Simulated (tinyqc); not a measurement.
# Worked calculation: voltage acceleration of oxide breakdown, four models on the same data

Program tinyqc, `OMP_NUM_THREADS=1 python tinyqc.py 2070049 2070050 out.jsonl`; Intel Xeon 2.30GHz, shared host, one thread, about 0.01 s. Printed values are rounded.

Field E = V/tox in MV/cm. Models: ln(t63/1 s) = a - c X with X = E (E model), -1/E (1/E model), ln V (power law, c the exponent n) or sqrt(E).

Inputs (values chosen for the exercise):
- tox = 5.2 nm (oxide thickness)
- Vu = 2.2 V (use voltage)
- Ts = 373 K (stress temperature)
- Tu = 358 K (use temperature)
- Ea = 0.93 eV (activation energy)
- ks = 5.1e-6 (factor for area and percentile)

Constants: q = 1.602176634e-19 C, kB = 1.380649e-23 J/K. Results are converted to the units shown.

Range of the model: All four laws are empirical fits; none is established far below the stress range.

## Fitting the models

```
stress  V (V)  t63 (s)
0        3.82  2.263e6
1        4.46     2600
2        5.14     5.27
```

The three stress times were made with the power model, c = 43.7, and are treated as data. For each model fit ln t63 on X by least squares over the three points.

```
model         c         a  largest misfit in ln t63 (0: below 0.002)
E       5.10564   51.9741                                   0.320147
1/E     369.950  -35.5875                                   0.317490
power   43.6996   73.2007                                   0.000000
sqrt E  29.9151   95.6340                                   0.160144
```

The worst misfit of any model is 0.32 in ln t63, a factor of 1.38 in time, comparable to the scatter of t63 from small samples, so such data hardly tell the models apart.

## Projection to use conditions

Project to Vu, multiply by exp[(Ea q/kB)(1/Tu - 1/Ts)] and by ks; ten years are 3.15576e8 s. The largest voltage for ten years solves the same relation for V.

temperature factor = 3.36120

```
model   lifetime (years)  largest voltage for ten years (V)
E                8.43182                            2.18263
1/E           1.80079e10                            2.90897
power            36464.2                            2.65418
sqrt E           350.992                            2.46179
```

The lifetimes span 9.33 decades, from the E model (most cautious) to the 1/E model; the allowed voltage spans 2.18 to 2.91 V. 3 of the four models pass ten years at Vu. Lifetimes beyond a thousand years are formal extrapolations.
